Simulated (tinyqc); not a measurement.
## Surface potential of a MOS transistor: implicit equation and explicit approximations: accuracy of the approximations against gate voltage

p-type body, charge-sheet picture, depletion and inversion only, full ionisation (an idealisation for deep acceptors), Boltzmann statistics (rough once Na exp(x - xn) passes about Nc/7). In units of Vt: xg = (Vg - Vfb)/Vt, x = psi/Vt, G = gamma/sqrt(Vt), xn = (2 phiF + Vc)/Vt. The implicit equation is (xg - x)^2 = G^2 [x - 1 + exp(x - xn)] for x above about 3. Cox = eps0 eox/tox.

ni = sqrt(Nc Nv) exp(-Eg/(2 Vt)), Eg in volts; phiF = Vt ln(Na/ni); gamma = sqrt(2 q eps0 eps_r Na)/Cox; VT = Vfb + Vt (xn + G sqrt(xn - 1)). Depletion value a = 1 + [sqrt(G^2/4 + xg - 1) - G/2]^2; inversion value b = xn + ln[(xg - xn)^2/G^2 - xn + 1] and first guess y = min(a, b) - ln(1 + exp(-|a - b|)) if a > xn + 1, else b = y = a; one second-order correction with D = exp(y - xn), p = 2 (xg - y) + G^2 (1 + D), w = (xg - y)^2 - G^2 (y - 1 + D): z = y + 2 w/(p + sqrt(p^2 - 2 (2 - G^2 D) w)), or the Newton step z = y + w/p where the root is not real. N_inv = (Cox Vt G/q) [sqrt(x - 1 + exp(x - xn)) - sqrt(x - 1)] at the root. Lambert form (Cox m Vt/q) W0[(G/(2 m sqrt(xn - 1))) exp((Vg - VT)/(m Vt))], m = 1 + G/(2 sqrt(xn - 1)). Errors under 1e-4 mV, and the linear form below VT, are printed as 0.

Parameters, values chosen for the exercise; band and dielectric values close to those of germanium:

| symbol | value | unit | meaning |
|---|---|---|---|
| T | 350 | K | temperature |
| Eg | 0.664 | eV | band gap |
| eps_r | 15.9 |  | relative permittivity |
| Nc | 1.3e19 | cm^-3 | conduction-band density of states at T |
| Nv | 7.65e18 | cm^-3 | valence-band density of states at T |
| eox | 3.9 |  | relative permittivity of the gate insulator (close to silicon dioxide) |
| tox | 1.5 | nm | insulator thickness |
| Na | 2.5e17 | cm^-3 | acceptor density |
| Vfb | -0.72 | V | flat-band voltage |
| Vc | 0 | V | channel-body voltage |

Constants: q = 1.602176634e-19 C, kB = 1.380649e-23 J/K, Vt = kB T/q, eps0 = 8.8541878128e-14 F/cm where lengths are in cm. Results are converted to the units shown.

Accuracy of the approximations against gate voltage:

| Vg (V) | psi (V) | x - xn | error of y (mV) | error of z (mV) | N_inv (cm^-2) | Cox (Vg - VT)/q (cm^-2) | Lambert form (cm^-2) |
|---|---|---|---|---|---|---|---|
| -0.38 | 0.2687 | -5.733 | 0.0127 | 0 | 2.095e8 | 0 | 1.474e8 |
| -0.18 | 0.4428 | 0.03817 | 3.14 | -5.69e-4 | 5.019e10 | 6.861e10 | 5.110e10 |
| 0.02 | 0.5514 | 3.640 | 28.7 | 8.44 | 1.196e12 | 2.942e12 | 1.346e12 |
| 0.22 | 0.5958 | 5.111 | 24.4 | 7.02 | 3.369e12 | 5.816e12 | 3.728e12 |
| 0.42 | 0.6222 | 5.987 | 19.0 | -2.73 | 5.827e12 | 8.690e12 | 6.345e12 |
| 0.62 | 0.6410 | 6.608 | 15.6 | -1.19 | 8.406e12 | 1.156e13 | 9.048e12 |
| 0.82 | 0.6554 | 7.089 | 13.4 | -0.663 | 1.105e13 | 1.444e13 | 1.179e13 |
| 1.02 | 0.6672 | 7.480 | 11.7 | -0.416 | 1.374e13 | 1.731e13 | 1.457e13 |

psi rises from 0.269 to 0.667 V and ends 7.5 Vt above 2 phiF + Vc. Among the rows the first guess is off by at most 29 mV (at Vg = 0.02 V) and the corrected value by at most 8.4 mV. In the last row the linear form is 26 % above N_inv and the Lambert form 6.0 % above it; in the first row the Lambert form is 30 % below it. For Vg = 0.02, 0.22, 0.42, 0.62, 0.82, 1.02 the electron quasi-Fermi level lies less than 2 Vt below the band edge at the surface, or above it, where degeneracy and confinement, left out, matter.

Program tinyqc, `OMP_NUM_THREADS=1 python tinyqc.py 2122083 2122084 out.jsonl`; Intel Xeon 2.30GHz, shared host, one thread, about 0.01 s.
